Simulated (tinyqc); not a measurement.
Koster-Slater impurity in a tight-binding band, by Green functions and by supercells: one step, computed by the program tinyqc. Command: `OMP_NUM_THREADS=1 python tinyqc.py 3028055 3028056 out.jsonl kosterslater walk`. One thread of a shared host (Intel(R) Xeon(R) Processor @ 2.30GHz), about 0.04 s of CPU time with the checks.

One orbital per site, e(k) = -2 t sum cos(k_i) over 3 direction(s), band from -6 t to 6 t, lattice constant 1. One site has the extra energy U. Spin is left out.

Task: The bound state. Outside the band G0(E) = (1/pi) int_0^pi dk (2/(pi z)) K(16 t^2/z^2), z = E + 2 t cos k, K the complete elliptic integral with parameter m; 200 Gauss-Legendre points. A bound state solves 1/U = G0(E). Bisection in ln(distance from the edge) between 1e-5 t and |U| + t. Weight on the impurity site: -1/(U^2 dG0/dE), by a central difference with step min(1e-4 t, distance/30). Decay length along an axis: 1/arccosh(1 + distance/(2 t)).

Inputs (values chosen for the exercise, for a model band): hopping t = 2 eV; impurity potential U = 13.3 eV.

Lattice: simple cubic.

Give: level E_b; distance from the band edge; weight on the impurity site; decay length.

Result:

level E_b = 15.25 eV

distance from the band edge = 3.251 eV

weight on the impurity site = 0.8272

decay length = 0.8324 sites

The state is compact: most of it sits on the impurity.
